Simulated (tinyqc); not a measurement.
Mean-field antiferromagnet of the Hubbard model on the simple cubic lattice: one step. One mean-field step.

e(k) = -2 t (cx + cy + cz) - 4 t2 (cx cy + cy cz + cz cx), ci = cos ki; one electron a site; Q = (pi, pi, pi). <n_up - n_dn> = m cos(Q.R) gives Delta = U m/2 and bands E = e+ -/+ sqrt(e-^2 + Delta^2), e+- = (e(k) +- e(k + Q))/2 (the constant U/2 is dropped). Means run over the mesh k_i = 2 pi (j + 1/2)/N of the whole zone: mu from mean(f(E-) + f(E+)) = 1; m(out) = mean of Delta (f(E-) - f(E+))/sqrt(e-^2 + Delta^2); free energy per site F = -kT mean[ln(1 + exp(-(E- - mu)/kT)) + ln(1 + exp(-(E+ - mu)/kT))] + mu + U m^2/4.

Constants: kB = 8.617333262e-05 eV/K.

Inputs chosen for the exercise:
- U = 7.48 eV (on-site repulsion)
- m0 = 0.33 (starting staggered moment)
- T = 600 K

Classes of points:
```
|e-| (eV),e+ (eV),points
0.890955,0.000000,48
2.672864,0.000000,16
```

Problem. From m = m0 form Delta, the two bands of each class and m(out).

Give: Delta; E-, E+ and Delta/sqrt(e-^2 + Delta^2) of each class; m(out).

Solution.

Delta = 1.2342 eV

E-, E+ and Delta/sqrt(e-^2 + Delta^2) of each class:
```
|e-| (eV),E- (eV),E+ (eV),Delta/sqrt(e-^2 + Delta^2)
0.8910,-1.5222,1.5222,0.8108
2.6729,-2.9441,2.9441,0.4192
```

m(out) = 0.7129

m(out) is above m0, so the next step starts from a larger moment.

Program tinyqc; command `OMP_NUM_THREADS=1 python tinyqc.py 1650383 1650384 out.jsonl`; about 0.08 s on one thread of a shared Intel(R) Xeon(R) Processor @ 2.30GHz.
